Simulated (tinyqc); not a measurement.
Hole subbands of a hard-walled well, four-band Luttinger model: one step. Levels at k = 0. Four cases, with inputs chosen for the exercise.

Question. R and S vanish: HHn = c (g1 - 2 g2)(n pi/L)^2 - Zs and LHn = c (g1 + 2 g2)(n pi/L)^2 + Zs, c = hbar^2/2m0, hole energies counted downwards. Sort HH1 to HH4 and LH1, LH2.

Constants: hbar^2/2m0 = 3.80998211 eV angstrom^2.

Give: a table of subband, E (eV).

Case 1.

Values chosen (near those of GaSb; shifted at random, so the results belong to these values and not to a real crystal): g1 = 13.32 (Luttinger gamma1); g2 = 4.71 (gamma2); L = 160 angstrom (well width along [001]); Zs = 0 eV (shear strain energy).

Answer.

Levels:

| subband | E (eV) |
|---|---|
| HH1 | 0.0057 |
| HH2 | 0.0229 |
| LH1 | 0.0334 |
| HH3 | 0.0516 |
| HH4 | 0.0917 |
| LH2 | 0.1336 |

The top subband is HH1, 17.2 meV from HH2.

Case 2.

Values chosen (out of a larger set: near those of GaSb; not measured data): g1 = 13.38 (Luttinger gamma1); g2 = 4.69 (gamma2); L = 60 angstrom (well width along [001]).

shear strain energy Zs = -0.0508922 eV

Answer.

Levels:

| subband | E (eV) |
|---|---|
| HH1 | 0.0927 |
| LH1 | 0.1868 |
| HH2 | 0.2180 |
| HH3 | 0.4269 |
| HH4 | 0.7194 |
| LH2 | 0.9000 |

The top subband is HH1, 94.2 meV from LH1. In so narrow a gap the light holes are also strongly non-parabolic.

Case 3.

Values chosen (out of a larger set: near those of GaAs; not measured data): g1 = 7 (Luttinger gamma1); g2 = 2.05 (gamma2); L = 180 angstrom (well width along [001]).

shear strain energy Zs = 0.0397157 eV

Answer.

Levels:

| subband | E (eV) |
|---|---|
| HH1 | -0.0363 |
| HH2 | -0.0263 |
| HH3 | -0.0094 |
| HH4 | 0.0141 |
| LH1 | 0.0526 |
| LH2 | 0.0912 |

The top subband is HH1, 10.1 meV from HH2.

Case 4.

Values chosen (out of a larger set: near those of InP; not measured data): g1 = 5.07 (Luttinger gamma1); g2 = 1.6 (gamma2); L = 170 angstrom (well width along [001]).

shear strain energy Zs = 0.0349755 eV

Answer.

Levels:

| subband | E (eV) |
|---|---|
| HH1 | -0.0325 |
| HH2 | -0.0252 |
| HH3 | -0.0131 |
| HH4 | 0.0040 |
| LH1 | 0.0457 |
| LH2 | 0.0780 |

The top subband is HH1, 7.3 meV from HH2. The confinement energy of LH1 or the strain splitting is not small against a spin-orbit splitting of about 0.107 eV, so a six-band model would move the light holes.

Computed by tinyqc, one run a case: `OMP_NUM_THREADS=1 python tinyqc.py N N+1 out.jsonl` with N = 1280170, 1280179, 1280208, 1280439; one thread of a shared Intel(R) Xeon(R) Processor @ 2.30GHz, about 0.2 s a run at most.
